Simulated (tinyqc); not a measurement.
Lowest level against width: zigzag graphene nanoribbon in tight binding.

A zigzag ribbon of N chains, sites A1, B1, A2, ..., BN across it. For each k it is a chain with bonds -2t cos(k/2) (A_n to B_n) and -t (B_n to A_(n+1)), and +D, -D on A and B. A1 and BN are the edge sites; the Dirac points project to k = 2 pi/3.

Values chosen for the exercise (out of a larger set: near those used for graphene; not measured data): t = 2.97 eV (hopping); k = 1.89 (k times the period sqrt3 acc).

D = 0; lowest positive level at the given k, and the estimate t x^N (1 - x^2), x = 2 cos(k/2) (a dash if x >= 1).

Level (eV):

| N | matrix | estimate |
|---|---|---|
| 2 | 2.298 | - |
| 3 | 1.758 | - |
| 4 | 1.454 | - |
| 5 | 1.259 | - |
| 6 | 1.124 | - |
| 8 | 0.9515 | - |
| 10 | 0.8464 | - |
| 14 | 0.7272 | - |

With x = 1.1715 > 1 there is no edge state: the level tends to the bulk band edge t (x - 1) = 0.5093 eV from above.

Computed by tinyqc, a small Python program: `OMP_NUM_THREADS=1 python tinyqc.py 1452130 1452131 out.jsonl` (the numbers bound the seed that draws the inputs); one thread of a shared host (Intel(R) Xeon(R) Processor @ 2.30GHz), about 0.01 s for the whole set of steps.
